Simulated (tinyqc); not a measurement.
Geometry relaxation of a small cluster. Changing the step factor eta. Computed by tinyqc, a small Python program. Command: `OMP_NUM_THREADS=1 python tinyqc.py 3016838 3016839 out.jsonl relax sweep`. One thread of a shared host (Intel(R) Xeon(R) Processor @ 2.30GHz), about 0.1 s of CPU time with the checks.

E = sum_i {sum_j A exp(-p (r_ij/r0 - 1)) - xi sqrt(rho_i)}, rho_i = sum_j exp(-2 q (r_ij/r0 - 1)); the force on i is -sum_j w_ij (R_i - R_j)/r_ij with w_ij = -(2p/r0) A exp(-p (r_ij/r0 - 1)) + (xi q/r0) exp(-2 q (r_ij/r0 - 1)) (rho_i^(-1/2) + rho_j^(-1/2)).

Inputs (values chosen for the exercise, for model atoms):

| quantity | value | unit |
|---|---|---|
| length r0 | 2.93 | angstrom |
| repulsion A | 0.16 | eV |
| hopping xi | 2.17 | eV |
| decay p | 10.9 | - |
| decay q | 2.78 | - |
| largest number of steps | 500 | - |

Potential: Gupta. Method: steepest descent.

starting positions (angstrom):
```
           x      y      z
atom 1  0.11   0.02  -0.09
atom 2  2.64  -0.01   -0.4
atom 3  1.27   2.31  -0.09
atom 4  1.06   0.95   2.06
atom 5  1.51   0.57  -2.17
```

Method:
- Steepest descent: R(new) = R + eta F.
- No atom moves more than 0.3 angstrom a step (the whole step is scaled). Stop when the largest force component is below 1e-5 eV/angstrom.
- Hessian at the final positions by central differences of the forces; six eigenvalues vanish (translations and rotations). Steepest descent is stable for eta below 2/lambda_max and contracts the softest mode by 1 - eta lambda_min a step.

One run for each value:

| step factor eta (angstrom^2/eV) | steps | final energy (eV) | largest stable eta (angstrom^2/eV) |
|---|---|---|---|
| 0.0087 | 393 | -18.846 | 0.065951 |
| 0.0130 | 262 | -18.846 | 0.065951 |
| 0.0180 | 189 | -18.846 | 0.065951 |
| 0.0270 | 125 | -18.846 | 0.065951 |
| 0.0390 | 86 | -18.846 | 0.065951 |
| 0.0570 | 58 | -18.846 | 0.065951 |

What does the table show, and why?

Over the rows, steps falls from 393 to 58.0 (exponent d ln y / d ln x about -1.0 throughout). The final energy is the same in every row; the largest stable eta for plain steepest descent is 0.0660. Well below that limit the count falls about as 1/eta; above it the steps overshoot and the run cannot settle, so such values give no row. Left out: 0.00600, 0.0830, 0.120 (the iteration did not converge within its cap).

Extremes, crossings and ranges named in words are read from the listed rows.
